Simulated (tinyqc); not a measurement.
## Error from band bending against W

In A the levels shift by pb (1 - z/W)^2 for z < W. The signal from depth z is weighted by exp(-z/le)/le, so the centroid shifts by pb [1 - 2/a + (2/a^2)(1 - exp(-a))], a = W/le, and the error of iA against its value at the interface is that less pb.

Parameters, values chosen for the exercise:
```
symbol,value,unit,meaning
pb,0.43,V,band bending in A at the interface
le,3.8,nm,escape depth
```

Error from band bending against W:

| W (nm) | a | centroid shift (eV) | error (meV) |
|---|---|---|---|
| 2.8 | 0.7368 | 0.08871 | -341.3 |
| 5 | 1.316 | 0.1399 | -290.1 |
| 8.6 | 2.263 | 0.2004 | -229.6 |
| 15 | 3.947 | 0.2663 | -163.7 |
| 26 | 6.842 | 0.3227 | -107.3 |
| 45 | 11.84 | 0.3635 | -66.49 |
| 79 | 20.79 | 0.3906 | -39.38 |
| 140 | 36.84 | 0.4073 | -22.71 |
| 240 | 63.16 | 0.4166 | -13.40 |

The size of the error falls from 341 to 13.4 meV; for large a it is 2 |pb|/a. It is below 50 meV, a typical accuracy of the method, in 3 of the 9 rows. Heavily doped substrates and deep-probing photons need the correction.

Computed by the program tinyqc: `OMP_NUM_THREADS=1 python tinyqc.py 2410125 2410126 out.jsonl`, one thread of a shared Intel Xeon 2.30GHz, about 0.01 s for the whole run.
